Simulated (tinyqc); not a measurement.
Bond length: bond-orbital model of a tetrahedral semiconductor (Harrison's universal couplings).

Hybrid level eh = (es + 3 ep)/4; metallic energy V1 = (ep - es)/4 for each atom; covalent energy V2 = 3.22 hbar^2/(m d^2); polar energy V3 = (ehc - eha)/2; hbar^2/m = 2c, c = hbar^2/2m0. Polarity ap = V3/sqrt(V2^2 + V3^2), covalency ac = V2/sqrt(V2^2 + V3^2). p-p coupling at Gamma Exx = (4/3)(2.22 - 2 x 0.63) hbar^2/(m d^2) = 1.28 hbar^2/(m d^2), s-s coupling Ess = 4 x 1.32 hbar^2/(m d^2).

Constants: hbar^2/2m0 = 3.80998211 eV angstrom^2.

Parameters, chosen for this exercise (near tabulated values for AlN; the model gives trends, and its gaps can be far from the real ones; not measured data): esc = -10.77 eV (s level, cation); epc = -5.78 eV (p level, cation); esa = -26.18 eV (s level, anion); epa = -13.68 eV (p level, anion); d = 1.88 angstrom (bond length); Z = 5 (valence electrons of the anion).

d is scaled; levels stay. E0 is the s-like conduction level less Ev at Gamma (Ess = 5.28 u, Exx = 1.28 u); Z* = 4 ap - (Z - 4).

Against d:
```
d/d0  V2 (eV)      ap     Z*  Ev (eV)  E0 (eV)
0.94    7.857  0.5283  1.113  -14.766   11.302
0.96    7.533  0.5444  1.178  -14.687   10.770
0.98    7.228  0.5602  1.241  -14.615   10.277
0.99    7.083  0.5680  1.272  -14.581   10.044
1.00    6.942  0.5758  1.303  -14.548    9.819
1.01    6.805  0.5834  1.334  -14.518    9.603
1.02    6.673  0.5910  1.364  -14.488    9.395
1.04    6.418  0.6059  1.424  -14.432    9.001
```

How do the results move, and what explains it?

Compression raises V2 and E0: dE0/d ln(volume) = -7.34 eV, of which the valence band gives -1.05. The polarity falls under compression, from 0.576 to 0.528 at 0.94 (SiC is a known exception, whose effective charge rises under pressure).

Program tinyqc; command `OMP_NUM_THREADS=1 python tinyqc.py 1452283 1452284 out.jsonl`; about 0.01 s on one thread of a shared Intel(R) Xeon(R) Processor @ 2.30GHz.
